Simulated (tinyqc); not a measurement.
## Ideality from Voc and Vmp

Problem. An ideal cell J = Jsc - J0 (exp(V/(n Vt)) - 1) has exp((Voc - Vmp)/(n Vt)) = 1 + Vmp/(n Vt) at maximum power. Find n, J0 and FF.

Inputs (values chosen for the exercise): temperature T = 298.15 K.

Constants: q = 1.602176634e-19 C, kB = 1.380649e-23 J/K, Vt = kB T/q. Results are converted to the units shown.

Jsc = 22.4 mA/cm^2
Voc = 1.0397099 V
Vmp = 0.90894125 V

Answer. With a = n Vt, a ln(1 + Vmp/a) rises steadily with a, so Voc - Vmp fixes it; J0 follows from Voc.

n = 1.630
J0 = 3.700e-13 A/cm^2
FF = 0.8357

Program tinyqc, `OMP_NUM_THREADS=1 python tinyqc.py 2280113 2280114 out.jsonl`; Intel Xeon 2.30GHz, shared host, one thread, about 0.01 s.
